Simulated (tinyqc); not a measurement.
Inside a calculation. Model: physical sputtering: collision-cascade yield, angular dependence, faceting and resputtering in deposition. Computed by tinyqc, a small Python program that keeps every step. Command: `OMP_NUM_THREADS=1 python tinyqc.py 3028401 3028402 out.jsonl sputter walk`. One thread of a shared host (Intel(R) Xeon(R) Processor @ 2.30GHz), about 0.01 s of CPU time with the checks. Intermediate numbers are printed to about 7 digits and carried at full precision; extremes and crossings named in words are read from the listed rows.

Ions start collision cascades; atoms that reach the surface with more than U leave. The target is amorphous or fine-grained.

Inputs (values chosen for the exercise, modelled on neon ions on cobalt): ion Z1 = 10; ion mass M1 = 20.2 u; target Z2 = 27; target mass M2 = 58.9 u; surface binding energy U = 4.39 eV; target density N = 90.9 1/nm^3; fit factor Q = 0.91; ion energy E = 10000 eV; current density J = 0.36 mA/cm^2; angular exponent f = 1.5; angle of the largest yield = 63 degrees; angle of incidence = 50 degrees; deposition rate over sputter rate on a flat surface, D/S = 4.4.

Constants: e = 1.602176634e-19 C.

## Yield at normal incidence

gamma = 4 M1 M2/(M1 + M2)^2; threshold E_th = 6.7 U/gamma for M1 >= M2, else U (1 + 5.7 M1/M2)/gamma. eps = 0.03255 M2 E/(Z1 Z2 (M1 + M2) z), z = (Z1^(2/3) + Z2^(2/3))^(1/2), E in eV; s_n = 3.441 sqrt(eps) ln(eps + 2.718)/(1 + 6.355 sqrt(eps) + eps (6.882 sqrt(eps) - 1.708)); S_n = 84.78 Z1 Z2 M1 s_n/((M1 + M2) z) in eV angstrom^2; alpha = 0.249 (M2/M1)^0.56 + 0.0035 (M2/M1)^1.5 for M1 <= M2, else 0.0875 (M2/M1)^(-0.15) + 0.165 M2/M1; Y0 = 0.042 Q alpha S_n/U [1 - sqrt(E_th/E)]^2.5 (the electronic-loss factor of the full formula is dropped). Erosion rate = Y0 J/(e N); 1 cm^2 = 1e14 nm^2.

energy transfer factor gamma = 0.7606304

threshold E_th = 17.05394 eV

reduced energy eps = 0.2430488

nuclear stopping S_n = 641.6268 eV angstrom^2

alpha = 0.4708116

yield Y0 = 2.366828 atoms per ion

erosion rate = 35.10316 nm/min

The threshold factor is 0.900; the energy cost is 4230 eV per removed atom, 962 times U.

## Oblique incidence

Angular law: Y/Y0 = t^f exp(-f cos(a_opt)(t - 1)), t = 1/cos(angle), largest at a_opt. A plane tilted by the angle recedes along the beam at a speed proportional to Y(angle), and along its own normal as Y cos(angle).

Y/Y0 at the angle = 1.329059

yield at the angle = 3.145655 atoms per ion

normal speed relative to a flat surface = 0.8543028

largest Y/Y0 = 1.441241

## Deposition with resputtering

With a directional flux, net growth along the beam is D - S Y(angle)/Y0. Slopes where Y/Y0 exceeds D/S are etched: solve Y/Y0 = D/S below a_opt, if the largest Y/Y0 exceeds D/S. The normal speed is largest where f (1 - cos(a_opt)/cos(angle)) = 1, cos(angle) = f cos(a_opt)/(f - 1), or at angle 0 if this exceeds 1.

Angle of zero net growth: none: every slope grows

angle of the largest normal speed = 0 degrees

Deposition outweighs sputtering at every angle, so no slope is cut back.

## Yield over energy

The formulas are those given above.

Normal incidence:
```
E (eV)           eps  S_n (eV angstrom^2)        Y0  Y0 per keV
50      1.215244e-03             155.7016  0.071228    1.424554
100     2.430488e-03             205.1215  0.221997    2.219965
200     4.860977e-03             264.6598  0.457540    2.287702
300     7.291465e-03             303.8408  0.630378    2.101261
500     1.215244e-02             356.9997  0.878329    1.756658
1000    2.430488e-02             433.6110  1.252663    1.252663
2000    4.860977e-02             510.8548  1.643528    0.821764
5000    1.215244e-01             600.5313  2.117741    0.423548
10000   2.430488e-01             641.6268  2.366828    0.236683
30000   7.291465e-01             607.9752  2.346167    0.078206
100000  2.430488e+00             423.7604  1.680822    0.016808
```

The yield per keV peaks at 200 eV among these rows, 12 times the threshold, the most economical range for removing atoms. Y0 varies as E^1.64 between the first rows and as E^-0.28 at the end; it peaks near 10000 eV, close to the broad maximum of nuclear stopping. Caution: the electronic-loss factor, dropped here, would lower the yields at the highest energies slightly.

Checks made by the program: position of the angular maximum (relative difference below 1e-10).
